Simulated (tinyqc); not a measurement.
Worked calculation: ROHF in the sto-3g basis, for H4+, spin multiplicity 2. One step of it, computed by the program tinyqc.

Question. Iteration 1: building the Fock matrix. J_ij = sum D_kl (ij|kl) with D = D(alpha) + D(beta), K_ij = sum D_kl (ik|jl) for each spin; F = H + J - K(s); E = tr D H + tr D J / 2 - 0.5 sum_s tr D(s) K(s) + E_nn.

D(alpha) at the start, order 1H 1s, 2H 1s, 3H 1s, 4H 1s:
```
[[0.204914, 0.305620, -0.018671, -0.023757],
 [0.305620, 0.457209, -0.002686, -0.018671],
 [-0.018671, -0.002686, 0.457209, 0.305620],
 [-0.023757, -0.018671, 0.305620, 0.204914]]
```

D(beta) at the start, order 1H 1s, 2H 1s, 3H 1s, 4H 1s:
```
[[0.090578, 0.143475, 0.143475, 0.090578],
 [0.143475, 0.227261, 0.227261, 0.143475],
 [0.143475, 0.227261, 0.227261, 0.143475],
 [0.090578, 0.143475, 0.143475, 0.090578]]
```

core Hamiltonian H = T + V (hartree), order 1H 1s, 2H 1s, 3H 1s, 4H 1s:
```
[[-1.326561, -0.969885, -0.027701, -0.003581],
 [-0.969885, -1.434192, -0.142795, -0.027701],
 [-0.027701, -0.142795, -1.434192, -0.969885],
 [-0.003581, -0.027701, -0.969885, -1.326561]]
```

Two-electron integrals (ij|kl) in chemists' order, unique and non-zero (hartree):
```
(11|11) 0.774606   (21|11) 0.355374   (21|21) 0.201379   (22|11) 0.510050
(22|21) 0.355374   (22|22) 0.774606   (31|11) 0.004930   (31|21) 0.003300
(31|22) 0.007108   (31|31) 0.000093   (32|11) 0.022814   (32|21) 0.016036
(32|22) 0.036942   (32|31) 0.000548   (32|32) 0.003468   (33|11) 0.169766
(33|21) 0.110629   (33|22) 0.238870   (33|31) 0.004930   (33|32) 0.036942
(33|33) 0.774606   (41|11) 0.000451   (41|21) 0.000309   (41|22) 0.000693
(41|31) 0.000010   (41|32) 0.000066   (41|33) 0.000693   (41|41) 1.26e-06
(42|11) 0.003171   (42|21) 0.002174   (42|22) 0.004930   (42|31) 0.000082
(42|32) 0.000548   (42|33) 0.007108   (42|41) 0.000010   (42|42) 0.000093
(43|11) 0.082401   (43|21) 0.052555   (43|22) 0.110629   (43|31) 0.002174
(43|32) 0.016036   (43|33) 0.355374   (43|41) 0.000309   (43|42) 0.003300
(43|43) 0.201379   (44|11) 0.131571   (44|21) 0.082401   (44|22) 0.169766
(44|31) 0.003171   (44|32) 0.022814   (44|33) 0.510050   (44|41) 0.000451
(44|42) 0.004930   (44|43) 0.355374   (44|44) 0.774606
```

nuclear repulsion = 1.87979591 hartree

Give: Coulomb J; exchange K(alpha); exchange K(beta); F(alpha); F(beta); total energy of this density.

Answer.

Coulomb J (hartree), order 1H 1s, 2H 1s, 3H 1s, 4H 1s:
```
[[1.139, 0.685, 0.016, 0.002],
 [0.685, 1.333, 0.095, 0.016],
 [0.016, 0.095, 1.333, 0.685],
 [0.002, 0.016, 0.685, 1.139]]
```

exchange K(alpha) (hartree), order 1H 1s, 2H 1s, 3H 1s, 4H 1s:
```
[[0.468, 0.452, 0.013, -0.002],
 [0.452, 0.613, 0.043, 0.013],
 [0.013, 0.043, 0.613, 0.452],
 [-0.002, 0.013, 0.452, 0.468]]
```

exchange K(beta) (hartree), order 1H 1s, 2H 1s, 3H 1s, 4H 1s:
```
[[0.221, 0.225, 0.074, 0.050],
 [0.225, 0.320, 0.116, 0.074],
 [0.074, 0.116, 0.320, 0.225],
 [0.050, 0.074, 0.225, 0.221]]
```

F(alpha) (hartree), order 1H 1s, 2H 1s, 3H 1s, 4H 1s:
```
[[-0.656, -0.737, -0.025, 0.000],
 [-0.737, -0.715, -0.091, -0.025],
 [-0.025, -0.091, -0.715, -0.737],
 [0.000, -0.025, -0.737, -0.656]]
```

F(beta) (hartree), order 1H 1s, 2H 1s, 3H 1s, 4H 1s:
```
[[-0.409, -0.510, -0.086, -0.051],
 [-0.510, -0.422, -0.164, -0.086],
 [-0.086, -0.164, -0.422, -0.510],
 [-0.051, -0.086, -0.510, -0.409]]
```

total energy of this density = -1.66060 hartree
